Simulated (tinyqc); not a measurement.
Worked calculation: plane-wave Kohn-Sham cycle with exchange-only LDA in a layered model solid. One step of it, computed by the program tinyqc.

Question. Iteration 1: potential. V_H(G) = 4 pi rho(G)/G^2 for G != 0 (uniform background); v_x = -(3 rho/pi)^(1/3); V = V_ext + V_H + v_x; Fourier components f(G_m) = (1/N) sum_j f(x_j) exp(-i G_m x_j).

A solid whose potential varies along x alone (atomic units):
```
parameter                      value
period a                    5.900000
cross-section of the cell  17.000000
electrons per cell                 2
grid points                       16
plane waves -n..n, n               2
k points                           4
V1 in V1 cos(2 pi x/a)     -0.530000
V2 in V2 cos(4 pi x/a)     -0.220000
```

density at the start, on the grid x_j = j a/N (e/bohr^3): 0.01994018  0.01994018  0.01994018  0.01994018  0.01994018  0.01994018  0.01994018  0.01994018  0.01994018  0.01994018  0.01994018  0.01994018  0.01994018  0.01994018  0.01994018  0.01994018

Give: Potentials on the grid; V(G_m), m = 0, 1, 2, ....

Answer.

Potentials on the grid (hartree):
```
x         V_ext     V_H      v_x        V
0.0000  -0.7500  0.0000  -0.2670  -1.0170
0.3688  -0.6452  0.0000  -0.2670  -0.9123
0.7375  -0.3748  0.0000  -0.2670  -0.6418
1.1062  -0.0473  0.0000  -0.2670  -0.3143
1.4750   0.2200  0.0000  -0.2670  -0.0470
1.8438   0.3584  0.0000  -0.2670   0.0914
2.2125   0.3748  0.0000  -0.2670   0.1077
2.5812   0.3341  0.0000  -0.2670   0.0671
2.9500   0.3100  0.0000  -0.2670   0.0430
3.3188   0.3341  0.0000  -0.2670   0.0671
3.6875   0.3748  0.0000  -0.2670   0.1077
4.0563   0.3584  0.0000  -0.2670   0.0914
4.4250   0.2200  0.0000  -0.2670  -0.0470
4.7938  -0.0473  0.0000  -0.2670  -0.3143
5.1625  -0.3748  0.0000  -0.2670  -0.6418
5.5312  -0.6452  0.0000  -0.2670  -0.9123
```

V(G_m), m = 0, 1, 2, ... (hartree): -0.2670  -0.2650  -0.1100  0.0000  0.0000
